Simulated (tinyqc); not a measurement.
Thermal boundary conductance by the acoustic and diffuse mismatch models: one step, computed by the program tinyqc. Command: `OMP_NUM_THREADS=1 python tinyqc.py 3031382 3031383 out.jsonl kapitza walk`. One thread of a shared host (Intel(R) Xeon(R) Processor @ 2.30GHz), about 0.01 s of CPU time with the checks.

Each side has one longitudinal and two transverse Debye branches, omega = v q up to q_D = (6 pi^2 n)^(1/3), with n counting all atoms. Scattering at the interface is elastic. Electrons are left out of G, also for metals. Melting is ignored. G refers to the temperatures of the phonons sent towards the interface. Linear branches over all atoms overstate G at high T, most for crystals with several atoms a cell.

Task: Boundary conductance. G = (k_B^4 T^3/(8 pi^2 hbar^3)) int W(x) x^4 e^x/(e^x - 1)^2 dx, x = hbar omega/(k_B T). Acoustic mismatch: W = sum over the three branches of alpha(1 to 2)/v_1^2, each up to the lower of its two cut-offs. Diffuse mismatch: W = S_1 S_2/(S_1 + S_2), where S_i sums 1/v^2 over the branches of side i still below their cut-off. Radiation limit: W = min(S_1, S_2). The integral is split at the four cut-offs (64 Gauss-Legendre points a piece, x at most 45). Boundary resistance R = 1/G and Kapitza length kappa_2/G use the diffuse value.

Inputs (values chosen for the exercise, modelled on germanium (side 1) and sapphire (side 2)): conductivity kappa_2 = 34.4 W/(m K); temperature T = 150 K.

Structure: film on a substrate.

Branches:

| branch | v (m/s) | cut-off (K) | Z (1e6 kg/(m^2 s)) |
|---|---|---|---|
| L, side 1 | 5440 | 572.642 | 28.3424 |
| T, side 1 | 3170 | 333.690 | 16.5157 |
| L, side 2 | 11200 | 1640.125 | 44.1280 |
| T, side 2 | 6510 | 953.323 | 25.6494 |

Transmission:

| branch | t at normal incidence | largest angle from side 1 (deg) | alpha, 1 to 2 | alpha, 2 to 1 |
|---|---|---|---|---|
| L | 0.9525539 | 29.05928 | 0.1935177 | 0.8202740 |
| T | 0.9530768 | 29.13986 | 0.2269242 | 0.9570272 |

Constants: k_B = 1.380649e-23 J/K; hbar = 1.054571817e-34 J s.

Give: G, acoustic mismatch; G, diffuse mismatch; G, radiation limit; boundary resistance R; Kapitza length in side 2.

Result:

G, acoustic mismatch = 258.73 MW/(m^2 K)

G, diffuse mismatch = 363.96 MW/(m^2 K)

G, radiation limit = 522.56 MW/(m^2 K)

boundary resistance R = 2.7476 m^2 K/GW

Kapitza length in side 2 = 94.516 nm

The diffuse value is 1.41 times the acoustic one and 70 % of the radiation limit. Diffuse scattering raises G here: it ignores the impedance mismatch and lets phonons change direction and branch. Caution: kappa_2 is of room-temperature size, so the Kapitza length is only nominal at this T. Caution: at this temperature short waves carry the heat; linear branches up to q_D overstate their velocity, and inelastic processes, left out here, grow with T.
